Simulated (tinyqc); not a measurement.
# Which input was changed?

Model: permeation of metal atoms or ions through a thin barrier or dielectric: time lag, field-aided drift and lifetime. Computed by tinyqc, a small Python program. Command: `OMP_NUM_THREADS=1 python tinyqc.py 3021547 3021548 out.jsonl barrier which`. One thread of a shared host (Intel(R) Xeon(R) Processor @ 2.30GHz), about 0.2 s of CPU time with the checks.

The film 0 < x < d is empty at first; C = C0 at x = 0 and C = 0 at x = d. dC/dt = D d2C/dx2 - v dC/dx with drift v = D z e V/(k_B T d) (uniform field, no space charge).

Inputs (values chosen for the exercise, for a model case: singly charged ions through a dielectric): thickness d = 46 nm; prefactor D0 = 2.3e-06 cm^2/s; activation energy E = 0.79 eV; concentration at the source side C0 = 8.7e+13 1/cm^3; charge number z = 1; voltage V (positive drives ions across) = -0.23 V; critical dose Q_c = 1e+09 1/cm^2; test temperature T = 100 C; use temperature T_u = 70 C.

Constants: k_B = 8.617333262e-05 eV/K.

Method:
- D = D0 exp(-E/(k_B T)); time scale d^2/D; Peclet number P = z V/(k_B T), k_B T in eV; 1 nm = 1e-7 cm.
- Temperatures in kelvin are T(C) + 273.15.
- Steady flux J = (D C0/d) P/(1 - exp(-P)); time lag in units of d^2/D: s_L = [P (1 + exp(-P))/(1 - exp(-P)) - 2]/P^2 (P = 0: J = D C0/d, s_L = 1/6).
- Dose through the film Q(s) = C0 d {f (s - s_L) - 2 exp(P/2) sum_(n=1..200) (-1)^n n^2 pi^2 exp(-l_n s)/l_n^2}, l_n = n^2 pi^2 + P^2/4, f = P/(1 - exp(-P)) the relative flux.
- Solve Q = Q_c for s. At the use temperature D and P take T_u, with the same C0 and V; 1 year = 3.15576e7 s.

Question. One of these inputs alone was changed, within the range given: thickness d (23 to 92); prefactor D0 (1.15e-06 to 4.6e-06); activation energy E (0.5 to 1.58); test temperature T (60 to 200). Which one, and to what value?

Results:
```
run     failure time at T (s)  steady flux J (1/(cm^2 s))  failure time at T_u (years)
before           1.918477e+08                    5.213649                     89.52664
after            8.950995e+08                    1.117374                     89.52664
```

Answer.

Each candidate set to reproduce failure time at T, and what it then gives:
```
candidate                      range searched  value needed  steady flux J (1/(cm^2 s))  failure time at T_u (years)
thickness d (nm)                     23 to 92  out of reach                           -                            -
prefactor D0 (cm^2/s)     1.15e-06 to 4.6e-06  out of reach                           -                            -
activation energy E (eV)          0.5 to 1.58        0.8395                      1.1174                       477.91
test temperature T (C)              60 to 200         82.20                      1.1174                        89.53
```

Only test temperature T fits every result: it went from 100 to 82.2 C. The next best candidate, activation energy E, misses one result by a factor of 5.3.

Caution: grain boundaries, pinholes, trapping and space charge are left out; thin real barriers usually fail at defects.
